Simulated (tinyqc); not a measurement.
Photoconductance decay in a wafer: bulk and surface recombination modes, and iron detection by pair splitting: one step, computed by the program tinyqc.

Both faces of the wafer have the same S; injection is low and all coefficients are constant. x runs from -W/2 to W/2.

Problem. Effective lifetime. Even modes cos(a x) obey b tan b = S W/(2 D) with b = a W/2, odd modes sin(a x) obey -b cot b = S W/(2 D); each decays at the rate 1/tau_b + D a^2. tau_eff is the decay time of the first mode. The surface time is 1/(D a^2) of that mode; shortcuts for it are W/(2 S), W^2/(pi^2 D) and their sum, whose error is sum/surface time - 1.

Inputs (values chosen for the exercise, modelled on p-type silicon):
```
quantity                          value         unit
thickness W                         300   micrometre
diffusivity D                      21.7       cm^2/s
bulk lifetime tau_b without iron    330  microsecond
surface recombination velocity S   4200         cm/s
```

Give: tau_eff; surface time; W/(2 S); W^2/(pi^2 D); error of the sum; tau_eff/tau_b.

Solution.

tau_eff = 7.2383 microsecond

surface time = 7.4006 microsecond

W/(2 S) = 3.5714 microsecond

W^2/(pi^2 D) = 4.2023 microsecond

error of the sum = 5.0416 %

tau_eff/tau_b = 0.021934

tau_eff is only 0.022 of tau_b, so it understates the bulk lifetime.
